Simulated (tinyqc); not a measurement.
MESFET, gradual channel with velocity saturation: one step of the calculation.

A uniformly doped n-type channel, depleted from the top by a Schottky gate; at channel potential V the depleted share of a is u = sqrt((Vbi - Vg + V)/Vp), s at the source. Electrons drift with v = mu E/(1 + mu E/vsat). Abrupt depletion edge, no series resistance, source at 0.

Task. The saturation point by Newton steps. a is the channel (half-)thickness, Vp its pinch-off voltage and Z = mu Vp/(vsat L); an iterate with u > 1 is an overshoot, not a physical state. f = (1 - u)(1 + Z (u^2 - s^2)) - Z F/3, F = 3 (u^2 - s^2) - 2 (u^3 - s^3); f' = -(1 + Z (u^2 - s^2)); u(new) = u - f/f'.

u after iteration 1 = 0.96280404
Z = 0.45311378
s = 0.57167740

Give: f; f'; u after iteration 2.

Result.

f = -0.011469
f' = -1.2719
u after iteration 2 = 0.95379

tinyqc, about 0.07 s, one thread, Intel Xeon 2.30GHz (shared host): `OMP_NUM_THREADS=1 python tinyqc.py 2500117 2500118 out.jsonl`
